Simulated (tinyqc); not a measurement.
Born-Mayer model of an ionic crystal AB. Changing the unlike repulsion lambda. Computed by tinyqc, a small Python program. Command: `OMP_NUM_THREADS=1 python tinyqc.py 3006645 3006646 out.jsonl bornmayer sweep`. One thread of a shared host (Intel(R) Xeon(R) Processor @ 2.30GHz), about 0.01 s of CPU time with the checks.

Energies are per ion pair and r is the nearest distance of unlike ions.

Inputs (values chosen for the exercise, for a model salt):
```
quantity,value,unit
ionic charge z,1,-
range rho,0.332,angstrom
like repulsion lambda2,1770,eV
dispersion C between like ions,19,eV angstrom^6
```

Structure: rock salt. Short range: with like-ion terms.

Constants: e^2/(4 pi eps_0) = 14.39964548 eV angstrom; 1 eV/angstrom^3 = 160.2176634 GPa.

Method:
- Madelung constant M, unlike neighbours z1, like neighbours z2 at f r, volume per pair: rock salt 1.747565, 6, 12, sqrt2, 2 r^3; caesium chloride 1.762675, 8, 6, 2/sqrt3, 8 r^3/(3 sqrt3); zinc blende 1.638055, 4, 12, sqrt(8/3), 16 r^3/(3 sqrt3).
- U(r) = -M z^2 e^2/(4 pi eps_0 r) + z1 lambda exp(-r/rho) + z2 [lambda2 exp(-f r/rho) - C/(f r)^6] (one mean like-ion term for both sublattices).
- Newton steps on g(r) = U'(r), from r = 9 rho: r(new) = r - U'(r)/U''(r), with the move limited to 0.3 angstrom. Where U'' is negative, move 0.3 angstrom downhill. Stop when |U'| is below 1e-9.
- B = U''(r0)/(9 c r0), with the volume written as c r^3.

One run for each value:
```
unlike repulsion lambda (eV),equilibrium distance r0 (angstrom),lattice energy U (eV per pair),bulk modulus B (GPa)
740,2.820,-7.942,25.36
1300,3.025,-7.441,20.02
2100,3.212,-7.044,16.62
3600,3.428,-6.640,13.71
6100,3.641,-6.288,11.53
10000,3.840,-5.992,9.91
18000,4.074,-5.676,8.38
30000,4.276,-5.430,7.31
```

Describe and explain the trends.

Over the rows, equilibrium distance r0 (angstrom) rises from 2.82 to 4.28 (exponent d ln y / d ln x 0.12 between the first rows and 0.095 between the last); lattice energy U (eV per pair) rises from -7.94 to -5.43 (exponent d ln y / d ln x -0.12 between the first rows and -0.087 between the last); bulk modulus B (GPa) falls from 25.4 to 7.31 (exponent d ln y / d ln x -0.42 between the first rows and -0.27 between the last). B falls as r0^-2.97 on average; the Coulomb scale alone gives r0^-4, and the factor (r0/rho - 2), exact for nearest-neighbour repulsion alone, softens it.
